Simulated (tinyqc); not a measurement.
Threshold-voltage variability of a planar MOSFET, analytic estimates: one step of the calculation.

Three independent sources add in quadrature: random dopants in the depleted layer, metal-gate grains of two orientations, and roughness of the two gate edges acting through the roll-off VT = VT(long) - Vr exp(-L/l). These are first-order estimates: no three-dimensional electrostatics, no percolation.

Problem. Metal grains and edge roughness. Grains: Ng = L W/G^2 (at least 1), s2 = dW sqrt(p (1 - p)/Ng). Edges, with exponential correlation and u = W/La: the mean gate length has sL^2 = 2 De^2 (2/u)[1 - (1 - exp(-u))/u]; s3 = sL (Vr/l) exp(-L/l).

Inputs (values chosen for the exercise); material values close to those of silicon:
- L = 16 nm (gate length)
- W = 58 nm (gate width)
- G = 10 nm (metal grain size)
- dW = 0.2 eV (work-function difference of the two grain orientations)
- p = 0.3 (share of the orientation of higher work function)
- De = 1.3 nm (rms roughness of one gate edge)
- La = 30 nm (correlation length of the roughness)
- l = 3.2 nm (decay length of the threshold roll-off)
- Vr = 2.4 V (prefactor of the roll-off)

Give: Ng; s2; sL; dVT/dL; s3.

Solution.

Ng = 9.2800
s2 = 30.086 mV
sL = 1.3963 nm
dVT/dL = 5.0535 mV/nm
s3 = 7.0561 mV

Numbers from tinyqc (`OMP_NUM_THREADS=1 python tinyqc.py 2090104 2090105 out.jsonl`; about 0.02 s on one thread of a shared Intel Xeon 2.30GHz).
